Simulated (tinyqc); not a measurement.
# Resistance of a tapered via with liner, size effect and interface: via resistance against the diameter at the bottom

A round via whose diameter grows from db at the bottom as D(z) = db + 2 z/tan(ang). The fill, of diameter D - 2 tl, starts above the bottom liner (thickness fb tl) and has rho = rho0 (1 + ks lam/(D - 2 tl)); the sidewall liner conducts in parallel with it. The bottom liner and the interface are crossed over the full area pi db^2/4. Spreading in the lines above and below is left out.

Slices between z0 = fb tl and hv, evaluated at their midpoints: conductance per length pi/4 [(D - 2 tl)^2/rho + (D^2 - (D - 2 tl)^2)/rl], slice resistance = slice height over that. 2000 slices. R_fill = sum of the slices; R_bottom = rl fb tl/(pi db^2/4); R_interface = ri/(pi db^2/4); ballistic (Sharvin) limit 1/(Sb pi (db - 2 tl)^2/4); ideal cylinder rho0 hv/(pi db^2/4).

Parameters, values chosen for the exercise; fill metal close to ruthenium:
- hv = 61 nm (height)
- ang = 88 degrees (sidewall angle)
- rho0 = 7.95 uohm cm (bulk resistivity of the fill)
- lam = 6.77 nm (mean free path of the fill)
- ks = 1 (size-effect factor)
- tl = 0.1 nm (liner on the sidewall)
- fb = 0.7 (liner at the bottom over that on the sidewall)
- rl = 460 uohm cm (resistivity of the liner)
- ri = 5.9e-12 ohm cm^2 (interface resistivity at the bottom)
- Sb = 1.5e15 S/m^2 (ballistic conductance per area, about 3/(4 rho0 lam))

Results:
columns A: db (nm); B: R_fill (ohm); C: R_bottom (ohm); D: R_interface (ohm); E: R (ohm); F: ballistic limit (ohm); G: R over ideal cylinder; H: largest part
```
A         B        C       D      E       F      G     H
6     202.3    11.39   20.87  234.6   25.23  1.368  fill
8.3   104.0    5.951   10.90  120.9   12.94  1.349  fill
11    58.24    3.388   6.208  67.84   7.277  1.329  fill
16    26.89    1.601   2.934  31.42   3.400  1.303  fill
22    13.94   0.8471   1.552  16.34   1.786  1.281  fill
30    7.367   0.4555  0.8347  8.657  0.9558  1.262  fill
42    3.697   0.2324  0.4259  4.355  0.4858  1.244  fill
80   0.9953  0.06406  0.1174  1.177  0.1333  1.220  fill
```

Estimate the missing row, db = 58 nm.

Computed row:
columns A: db (nm); B: R_fill (ohm); C: R_bottom (ohm); D: R_interface (ohm); E: R (ohm); F: ballistic limit (ohm); G: R over ideal cylinder; H: largest part
```
A       B       C       D      E       F      G     H
58  1.913  0.1219  0.2233  2.259  0.2541  1.231  fill
```

With this row back in the table: R falls from 235 to 1.18 ohm. The fill is the largest part at db = 6 and in all other rows. R goes as db^(-2.04) between the first two rows and db^(-2.03) between the last two; area alone gives -2.

tinyqc, about 0.01 s, one thread, Intel Xeon 2.30GHz (shared host): `OMP_NUM_THREADS=1 python tinyqc.py 2750141 2750142 out.jsonl`
